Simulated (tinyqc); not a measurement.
Deal-Grove kinetics of thermal oxidation of silicon. Changing the temperature T. Computed by tinyqc, a small Python program. Command: `OMP_NUM_THREADS=1 python tinyqc.py 3011727 3011728 out.jsonl oxide sweep`. One thread of a shared host (Intel(R) Xeon(R) Processor @ 2.30GHz), about 0.2 s of CPU time with the checks.

Oxidant diffuses through the oxide and reacts at the interface, so that dx/dt = B/(A + 2x) for the oxide thickness x.

Inputs (values chosen for the exercise, close to those used for silicon):
```
quantity                       value    unit
prefactor B0                     443  um^2/h
activation energy E_B          0.788      eV
prefactor (B/A)0            1.09e+08    um/h
activation energy E_A           2.06      eV
oxidant pressure p                 1     atm
pressure exponent m of B/A         1       -
initial oxide x_i              0.025      um
time t                             3       h
```

Ambient: steam. Surface: (100).

Constants: k_B = 8.617333262e-05 eV/K.

Method:
- B = B0 p exp(-E_B/(k_B T)), B/A = (B/A)0 p^m exp(-E_A/(k_B T)), p in atm; A = B/(B/A).
- Temperatures in kelvin are T(C) + 273.15.
- tau = (x_i^2 + A x_i)/B and x = (A/2) [sqrt(1 + 4 B (t + tau)/A^2) - 1], the root of x^2 + A x = B (t + tau).
- Silicon consumed is 0.44 times the oxide grown; the rate is B/(A + 2x).

One run for each value:
```
temperature T (C)  oxide thickness x (um)  length A (um)  linear constant B/A (um/h)  parabolic constant B (um^2/h)
800                                 0.092          3.825                   2.308e-02                         0.0883
850                                 0.194          2.073                   6.221e-02                         0.1290
900                                 0.371          1.184                   1.541e-01                         0.1825
950                                 0.593          0.708                   3.544e-01                         0.2509
1000                                0.814          0.441                   7.636e-01                         0.3366
1050                                1.021          0.284                   1.553e+00                         0.4415
1100                                1.216          0.189                   2.997e+00                         0.5679
1150                                1.405          0.130                   5.526e+00                         0.7176
1200                                1.592          0.091                   9.772e+00                         0.8925
```

Describe and explain the trends.

Over the rows, oxide thickness x (um) rises from 0.0922 to 1.59; length A (um) falls from 3.82 to 0.0913. A falls with T because E_A exceeds E_B, so hot oxidation turns parabolic sooner. The apparent activation energy of x, -d ln x / d(1/(k_B T)), is 1.54 eV between the first rows and 0.45 eV between the last; a film much thicker than x_i would show E_A = 2.06 eV in the linear limit and E_B/2 = 0.394 eV in the parabolic one.
